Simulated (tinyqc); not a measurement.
Comparisons within one model: strain-driven crossing of the Gamma and L valleys in a germanium-like crystal. A value that a table varies takes the place of the one given here.

Biaxial loads: e0 is the in-plane strain e_par and the normal is free. (001): e_perp = -2 (C12/C11) e_par; exx = eyy = e_par, ezz = e_perp, no shear. (111): e_perp = -(2 C11 + 4 C12 - 4 C44)/(C11 + 2 C12 + 4 C44) e_par; exx = eyy = ezz = (2 e_par + e_perp)/3 and exy = eyz = ezx = (e_perp - e_par)/3. (110): e_perp = -(C11 + 3 C12 - 2 C44)/(C11 + C12 + 2 C44) e_par; exx = eyy = (e_par + e_perp)/2, ezz = e_par, exy = (e_perp - e_par)/2, eyz = ezx = 0. Uniaxial loads: a stress along n, scaled so that n.e.n = e0, with exx = s11 sxx + s12 (syy + szz), exy = s44 sxy/2, s11 = (C11 + C12)/((C11 - C12)(C11 + 2 C12)), s12 = -C12/((C11 - C12)(C11 + 2 C12)), s44 = 1/C44.

Edges from the unstrained valence top: Gamma at Eg + ac tr(e); an L valley with unit axis u at EgL + aL tr(e) + XuL (u.e.u - tr(e)/3), u along [111], [1-1-1], [-11-1], [-1-11]; valence edges are the levels of the 6 x 6 matrix of X, Y, Z times spin with -Dso/3 + l exx + m (eyy + ezz) on the diagonal (cyclic), n exy off it, l = av + 2 b, m = av - b, n = sqrt(3) d. Spin-orbit term (Dso/3) L.sigma on X, Y, Z with (L_k)_ij = -i epsilon_kij: <X+|H|Y+> = -i Dso/3, <X+|H|Z-> = Dso/3, <Y+|H|Z-> = -i Dso/3, <Z+|H|X-> = -Dso/3, <Z+|H|Y-> = i Dso/3, <X-|H|Y-> = i Dso/3, and their conjugates; + and - are the spin along z.

Constants: kB = 8.617333262e-05 eV/K.

Inputs chosen for the exercise (near those of Ge, gaps at low temperature; the results hold for these values, not for the real material):
- Eg = 0.903 eV (gap at Gamma to the s-like level)
- EgL = 0.755 eV (gap to L)
- Dso = 0.292 eV (spin-orbit splitting)
- ac = -8.31 eV (conduction deformation potential)
- av = 1.22 eV (valence hydrostatic potential)
- b = -2.57 eV (tetragonal shear potential)
- d = -5.32 eV (trigonal shear potential)
- aL = -1.61 eV (hydrostatic potential of the L edge, Xd + Xu/3)
- XuL = 15.57 eV (uniaxial potential, L)
- C11 = 126.3 GPa
- C12 = 47.5 GPa
- C44 = 67.6 GPa
- load = uniaxial [100] (kind of strain)
- mG = 0.0412 m0 (mass at Gamma)
- mL = 0.541 m0 (density-of-states mass of the four L valleys together)
- T = 300 K (temperature)
- e0 = 0.0401 (size of the strain)

## Which strain makes the gap direct

For tension the difference Gamma minus lowest L is linear in e0; slope per 1 % and the e0 at which it vanishes (a dash: no crossing below 15 %), with the gap there.

Results:

| load | slope (meV per 1 %) | crossing e0 (%) | gap at the crossing (eV) |
|---|---|---|---|
| biaxial (001) | -83.6 | 1.77 | 0.581 |
| biaxial (110) | -30.7 | 4.82 | -0.153 |
| biaxial (111) | 29.6 | - | - |
| uniaxial [100] | -30.4 | 4.87 | 0.533 |
| uniaxial [111] | -7.3 | - | - |
| uniaxial [110] | 11.1 | - | - |

The smallest strain is needed for biaxial (001) (1.77 %), then biaxial (110) (4.82 %). No crossing below 15 % is found for biaxial (111), uniaxial [111] and uniaxial [110]: shear splits the L valleys and pulls the lowest down nearly as fast as, or faster than, Gamma. Loads without off-diagonal strain, (001) and [100], gain (ac - aL) tr(e) = -67 meV per 1 % of volume. Crossings beyond about 3 % are sensitive to second-order terms, left out here. For uniaxial [111] the slope is a near cancellation, so terms beyond this linear model decide. A gap at or below zero marks a crossing beyond the range of this linear model.

## Sweep of a uniaxial [100] strain

The valence splitting is the distance of the top two edges. Share in Gamma = mG^(3/2)/(mG^(3/2) + (mL^(3/2)/4) sum_i exp(-(E_Li - E_Gamma)/kT)).

Results:

| e0 (%) | direct gap (eV) | indirect gap (eV) | Gamma - L (meV) | valence splitting (meV) | share in Gamma (%) |
|---|---|---|---|---|---|
| 0.00 | 0.903 | 0.755 | 148 | 0 | 0.00686 |
| 0.80 | 0.842 | 0.719 | 124 | 47 | 0.0176 |
| 1.60 | 0.782 | 0.682 | 99 | 84 | 0.0449 |
| 2.40 | 0.721 | 0.646 | 75 | 110 | 0.115 |
| 3.20 | 0.660 | 0.609 | 51 | 128 | 0.294 |
| 4.00 | 0.599 | 0.573 | 26 | 140 | 0.749 |
| 4.80 | 0.539 | 0.536 | 2 | 149 | 1.89 |
| 5.60 | 0.478 | 0.500 | -22 | 156 | 4.71 |

Gamma drops below the lowest L valley between e0 = 4.80 and 5.60 %. The direct gap goes from 0.903 to 0.478 eV; of that change -0.183 eV comes from the rise of the valence top through the shear terms and the rest from the volume. The share in Gamma goes from 0.00686 to 4.71 %. Beyond about 3 % terms of second order in the strain, left out here, matter.

## What each parameter does

Direct gap, Gamma minus the lowest L edge and the valence splitting. Each row changes one parameter from the base and keeps the others.

Results:

| case | direct gap (eV) | Gamma - L (meV) | valence splitting (meV) |
|---|---|---|---|
| base | 0.5985 | 26.2 | 140.6 |
| Dso = 0.3358 eV | 0.5985 | 26.2 | 152.8 |
| C44 = 57.46 GPa | 0.5985 | 26.2 | 140.6 |
| aL = -1.3685 eV | 0.5985 | 21.8 | 140.6 |
| ac = -7.0635 eV | 0.6212 | 48.8 | 140.6 |
| e0 = 0.04611 | 0.5529 | 7.9 | 147.6 |
| XuL = 17.9055 eV | 0.5985 | 26.2 | 140.6 |
| av = 1.403 eV | 0.5952 | 26.2 | 140.6 |

The largest shifts from the base row, up to three for each result and ties (the steps differ in size, so this ranks the rows, not the parameters). direct gap (eV): e0 -0.0456, ac +0.0227, av -0.0033; unchanged at the printed digits by Dso, C44, aL and XuL. Gamma - L (meV): ac +22.7, e0 -18.3, aL -4.4; unchanged at the printed digits by Dso, C44, XuL and av. valence splitting (meV): Dso +12.2, e0 +7.0; unchanged at the printed digits by C44, aL, ac, XuL and av.

tinyqc: `OMP_NUM_THREADS=1 python tinyqc.py 1080437 1080438 out.jsonl`; about 0.01 s, one thread, shared Intel(R) Xeon(R) Processor @ 2.30GHz.
